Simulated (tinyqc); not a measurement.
# Read current of a NAND string, cells in series solved by shooting: effect of the read voltage on the selected word line

Cells in series, numbered from 0 at the source line (0 V) to the bit line, each followed by a gap resistance Rg. A cell with gate Vg, threshold VT, source Vs and drain Vd passes I = 2 nf K Vt^2 [F(Vs) - F(Vd)]/(1 + th max(Vg - VT, 0)), F(V) = ln^2(1 + exp((Vg - VT - nf V)/(2 nf Vt))). The selected cell has Vg = Vr, the others Vg = Vp.

For a trial current I start at 0 V and, cell by cell, solve for the drain: sqrt(F(Vd)) = sqrt(F(Vs) - I/k), k = 2 nf K Vt^2/(1 + th max(Vg - VT, 0)), Vd = [Vg - VT - 2 nf Vt ln(exp(sqrt F) - 1)]/nf, then add I Rg. The string current is the I for which the last node reaches Vbl. The apparent threshold is the Vr at which I = Is. Background: all other cells erased (VT = Ve) or all in the highest state (VT = Vh); ratio and shift are high over erased and high minus erased. The string has 32 cells and the selected one is cell 16.

Inputs (values chosen for the exercise); values of the order met in vertical NAND strings: temperature T = 300 K; gain factor of a cell K = 23 uA/V^2; slope factor nf = 1.7; mobility reduction factor th = 0.13 1/V; resistance of the gap between cells Rg = 2.9 kohm; bit-line voltage Vbl = 0.3 V; pass voltage Vp = 7.7 V; threshold of an erased cell Ve = -0.8 V; threshold of the highest state Vh = 4.2 V; threshold of the selected cell Vx = 1.9 V; sensing current Is = 10 nA.

Constants: q = 1.602176634e-19 C, kB = 1.380649e-23 J/K, Vt = kB T/q. Results are converted to the units shown.

The same in every row: apparent VT, erased (V) = 1.851; apparent VT, high (V) = 1.853; background shift (mV) = 1.991.

Effect of the read voltage on the selected word line:
```
Vr (V),"I, others erased (uA)","I, others high (uA)",ratio
1.6,5.487e-5,5.485e-5,0.9998
2,0.07312,0.06423,0.8784
2.4,0.4728,0.3366,0.7119
2.8,0.5854,0.3885,0.6636
3.2,0.6178,0.4023,0.6512
3.6,0.6334,0.4088,0.6455
4,0.6425,0.4126,0.6421
4.4,0.6486,0.4151,0.6400
```

As Vr goes from 1.6 to 4.4 V, the current with erased neighbours rises from 5.49e-5 to 0.649 uA, that with high neighbours rises from 5.49e-5 to 0.415 uA and the ratio falls from 1.00 to 0.640. The apparent thresholds do not depend on Vr.

tinyqc, about 0.4 s, one thread, Intel Xeon 2.30GHz (shared host): `OMP_NUM_THREADS=1 python tinyqc.py 2142162 2142163 out.jsonl`
